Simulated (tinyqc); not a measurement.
From results back to parameters: Boltzmann transport in a parabolic band with a power-law relaxation time. Three cases, with inputs chosen for the exercise.

Problem. The Seebeck coefficient and the Hall density nH = n/rH are given; md is hidden (a Pisarenko analysis).

F_j(eta) = (1/Gamma(j + 1)) integral_0^infinity x^j dx/(1 + exp(x - eta)), which tends to exp(eta) for eta << 0.

n = N F_1/2(eta) with N = 2 (m kB T/(4 pi c))^(3/2) with c = hbar^2/2m0, in 1/angstrom^3; times 1e24 for 1/cm^3, m = md.

tau = tau0 x^r with x = E/kT. With K_j = Gamma(j + 1) F_j(eta): <tau> = tau0 (r + 3/2) K_(r+1/2)/((3/2) K_(1/2)); mu = <tau>/(mc m0/e), m0/e = 5.685630e-12 kg/C; Hall factor rH = (3/2) K_(1/2) (2r + 3/2) K_(2r+1/2)/((r + 3/2) K_(r+1/2))^2; Seebeck S = -(kB/e) [(r + 5/2) K_(r+3/2)/((r + 3/2) K_(r+1/2)) - eta]; Lorenz number L = (kB/e)^2 [(r + 7/2) K_(r+5/2)/((r + 3/2) K_(r+1/2)) - ((r + 5/2) K_(r+3/2)/((r + 3/2) K_(r+1/2)))^2]; kB/e in V/K. Valley anisotropy is left out of rH.

Constants: hbar^2/2m0 = 3.80998211 eV angstrom^2; kB = 8.617333262e-05 eV/K.

Case 1.

Values chosen (out of a larger set: masses near those of Ge; tau0 is set for a mobility of the usual size at this n, kL is a free input; freeze-out and phonon drag, which matter near 77 K, are left out; not measured data): r = 1.5 (exponent of tau); T = 400 K.

S = -612.887 microvolt/K
nH = 3.6453e+17 1/cm^3

Case 2.

Values chosen (out of a larger set: masses near those of Si; tau0 is set for a mobility of the usual size at this n, kL is a free input; freeze-out and phonon drag, which matter near 77 K, are left out; not measured data): r = 0.5 (exponent of tau); T = 500 K.

S = -118.536 microvolt/K
nH = 3.7904e+20 1/cm^3

Case 3.

Values chosen (out of a larger set: masses near those of SiC; tau0 is set for a mobility of the usual size at this n, kL is a free input; freeze-out and phonon drag, which matter near 77 K, are left out; not measured data): r = 1.5 (exponent of tau); T = 300 K.

S = -751.861 microvolt/K
nH = 8.8070e+16 1/cm^3

Find: eta; rH; n; md.

Solution. S depends on eta alone and |S| falls steadily with it; eta gives rH and so n, and N = n/F_1/2(eta) gives md from N proportional to md^(3/2).

Case 1.

eta = -3.10
rH = 1.920
n = 7.0e+17 1/cm^3
md = 0.551 m0

Case 2.

eta = 4.02
rH = 1.029
n = 3.9e+20 1/cm^3
md = 1.067 m0

Case 3.

eta = -4.72
rH = 1.930
n = 1.7e+17 1/cm^3
md = 0.836 m0

Computed by tinyqc, one run a case: `OMP_NUM_THREADS=1 python tinyqc.py N N+1 out.jsonl` with N = 1651465, 1651498, 1651574; one thread of a shared Intel(R) Xeon(R) Processor @ 2.30GHz, about 0.01 s a run at most.
